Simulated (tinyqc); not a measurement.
# Free and trapped electrons in a MOS channel with a dense trap tail: free and trapped charge against gate voltage

p-type body, charge-sheet picture, full ionisation (an idealisation for deep acceptors), Boltzmann statistics for free electrons. e = Ec - EF at the surface. Acceptor-like traps of density D(E) = D0 + De exp(-E/Ew) at depth E below Ec, from 0 to Eu, hold n_t = integral of D(E)/(1 + exp((e - E)/Vt)). psi = Eg - Vt ln(Nv/Na) - e; N_dep = sqrt(2 eps0 eps_r Na (psi - Vt)/q); n_f = sqrt(N_dep^2 + 2 eps0 eps_r Vt Nc exp(-e/Vt)/q) - N_dep; Vg = Vfb + psi + q (N_dep + n_t + n_f)/Cox, Cox = eps0 eox/tox.

Free share n_f/(n_f + n_t); swing ln 10 n_f/(dn_f/dVg); field-effect mobility mf q (dn_f/dVg)/Cox, for a constant mf; oxide field q (N_dep + n_t + n_f)/(eps0 eox).

Inputs (values chosen for the exercise); band and dielectric values close to those of 4H silicon carbide:
- T = 300 K (temperature)
- Eg = 3.31 eV (band gap)
- eps_r = 9.57 (relative permittivity)
- Nc = 1.69e19 cm^-3 (conduction-band density of states at T)
- Nv = 2.52e19 cm^-3 (valence-band density of states at T)
- eox = 3.9 (relative permittivity of the insulator)
- tox = 28 nm (insulator thickness)
- Na = 3.3e15 cm^-3 (acceptor density)
- Vfb = -2.91 V (flat-band voltage without trapped charge)
- D0 = 5e10 cm^-2 eV^-1 (constant background density of acceptor-like traps)
- De = 8.5e12 cm^-2 eV^-1 (density of the tail at the conduction edge)
- Ew = 0.13 eV (decay energy of the tail)
- Eu = 0.91 eV (depth below Ec down to which the traps reach)
- mf = 120 cm^2/(V s) (mobility of free electrons)

Constants: q = 1.602176634e-19 C, kB = 1.380649e-23 J/K, Vt = kB T/q, eps0 = 8.8541878128e-14 F/cm where lengths are in cm. Results are converted to the units shown.

Free and trapped charge against gate voltage:
columns A: Vg (V); B: e (eV); C: n_f (cm^-2); D: n_t (cm^-2); E: free share (%); F: swing (mV/decade); G: field-effect mobility (cm^2/(V s)); H: oxide field (MV/cm)
```
A            B         C         D         E      F        G       H
0.3     0.3807   3.042e6  8.857e10  0.003434  105.9  0.01031  0.1828
0.8     0.1891   4.824e9  3.104e11     1.530  248.2    6.975  0.2929
1.4     0.1003  1.244e11  5.794e11     17.68  810.2    55.13  0.4755
2      0.06301  3.899e11  7.451e11     34.35   1764    79.34  0.6765
2.6    0.03990  7.209e11  8.569e11     45.69   2823    91.67  0.8825
3.2    0.02301  1.090e12  9.355e11     53.82   3923    99.77   1.091
3.8   0.009697  1.486e12  9.909e11     59.99   5059    105.4   1.300
4.4  -0.001243  1.900e12  1.030e12     64.84   6233    109.4   1.511
5     -0.01048  2.326e12  1.057e12     68.75   7446    112.1   1.722
```

n_f reaches 1e11 cm^-2 at Vg = 1.33 V, against 0.609 V without traps. The free share rises from 0.00343 to 68.7 % and the field-effect mobility rises from 0.0103 to 112 cm^2/(V s), although mf = 120 is constant: in the last row 93.4 % of Cox dVg goes into free electrons. The swing in the first row is 106 mV a decade (Vt ln 10 = 59.5). For Vg = 2.6, 3.2, 3.8, 4.4, 5 EF lies less than 2 Vt below the band edge, or above it, where degeneracy and confinement, left out, matter.

Numbers from tinyqc (`OMP_NUM_THREADS=1 python tinyqc.py 2222132 2222133 out.jsonl`; about 0.02 s on one thread of a shared Intel Xeon 2.30GHz).
